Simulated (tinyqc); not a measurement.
Field-effect mobility of a thin-film transistor with band-tail and deep states (multiple trapping): one step, computed by the program tinyqc. Command: `OMP_NUM_THREADS=1 python tinyqc.py 3009149 3009150 out.jsonl tft walk`. One thread of a shared host (Intel(R) Xeon(R) Processor @ 2.30GHz), about 0.04 s of CPU time with the checks.

A thick film in accumulation at small drain voltage. Only free electrons move; trapped ones still screen the gate. N_c and mu_0 are held fixed when T changes, leaving out the T^(3/2) growth of N_c. x = E_0 - psi is the distance of the Fermi level below the band edge.

Problem. Free and trapped densities. F_j(eta) = int_0^infinity x^j/(1 + exp(x - eta)) dx, without a gamma-function factor. Integrals over x = E/(k_B T) use 160 Gauss-Legendre points in u = sqrt(x) from 0 to sqrt(max(eta, 0) + 32). Free n(x) = N_c (2/sqrt(pi)) F_1/2(-x/k_B T), with F_1/2 from its two-term series in exp(-x/k_B T) for x >= 12 k_B T; tail n_t(x) = int_0^1.2eV g_t exp(-E/E_t)/(1 + exp((x - E)/k_B T)) dE, E counted down from the edge, 120 Gauss-Legendre points; space charge rho(psi) = n + n_t less its value at psi = 0.

Inputs (values chosen for the exercise, modelled on polycrystalline silicon):
```
quantity,value,unit
effective density of states N_c,2.7e+19,1/cm^3
tail density at the edge g_t,3.8e+20,1/(eV cm^3)
tail width E_t,45,meV
temperature T,300,K
```

Deep states: none.

Constants: k_B = 8.617333262e-05 eV/K.

Give: Local densities at x = 0.4, 0.3, 0.2, 0.15, 0.1, 0.05, 0 and -0.05 eV.

Solution.

Local densities at x = 0.4, 0.3, 0.2, 0.15, 0.1, 0.05, 0 and -0.05 eV:
```
x (eV),n (1/cm^3),n_t (1/cm^3),n/(n + n_t)
0.40,5.148e+12,4.371e+15,1.176e-03
0.30,2.464e+14,4.017e+16,6.096e-03
0.20,1.179e+16,3.625e+17,3.149e-02
0.15,8.147e+16,1.062e+18,7.124e-02
0.10,5.601e+17,2.959e+18,1.592e-01
0.05,3.718e+18,7.240e+18,3.393e-01
0.00,2.066e+19,1.312e+19,6.117e-01
-0.05,7.366e+19,1.627e+19,8.191e-01
```

E_t/k_B T = 1.74: deep in the tail n_t follows exp(-x/E_t), more slowly than n, so the free share grows as the Fermi level rises.
